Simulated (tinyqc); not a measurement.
AlGaN/GaN HEMT with access regions, lumped model: one step of the calculation.

A polarisation-induced electron sheet under a Schottky gate, in series with two ungated access regions and contacts. Drift law v = mu E/(1 + mu E/vs) under the gate. Currents in mA/mm, resistances in ohm mm. No self-heating, no channel-length modulation; fits for polarisation, barrier and offset are chosen for the exercise.

Task. Drain current. Access resistance R(L, n) = L/(q mu n sqrt(1 - (I/(q n vs))^2)); Rs = Rc + R(Ls, n0), Rd = Rc + R(Ld, (1 - ft) n0). Vg' = Vg - I Rs, Vd' = Vd - I (Rs + Rd); with u = Vg' - VT, Vc = vs Lg/mu and w the smaller of Vd' and Vc [sqrt(1 + 2 u/Vc) - 1] (0 if negative), the channel gives (mu Cb/Lg)(u w - w^2/2)/(1 + w/Vc). I(new) is that channel current.

Values chosen for this exercise; values close to those of AlGaN/GaN structures:

| symbol | value | unit | meaning |
|---|---|---|---|
| mu | 1800 | cm^2/(V s) | channel mobility |
| vs | 1.2e7 | cm/s | saturation velocity |
| Lg | 0.25 | um | gate length |
| Ls | 1.5 | um | source access length |
| Ld | 4 | um | drain access length |
| Rc | 0.48 | ohm mm | resistance of each contact |
| ft | 0 |  | share of the drain-access electrons removed by traps |
| Vg | 0 | V | gate voltage |
| Vd | 6 | V | drain voltage |

Constants: q = 1.602176634e-19 C. Results are converted to the units shown.

I at the start = 850 mA/mm
VT = -3.7583293 V
Cb = 0.47222335 uF/cm^2
n0 = 1.1077248e13 cm^-2

Wanted: Rs; Rd; Vg'; Vd'; channel current; I after iteration 1.

Result.

Rs = 0.99210 ohm mm
Rd = 1.8456 ohm mm
Vg' = -0.84328 V
Vd' = 3.5880 V
channel current = 1179.8 mA/mm
I after iteration 1 = 1179.8 mA/mm

Computed by the program tinyqc: `OMP_NUM_THREADS=1 python tinyqc.py 2570004 2570005 out.jsonl`, one thread of a shared Intel Xeon 2.30GHz, about 0.02 s for the whole run.
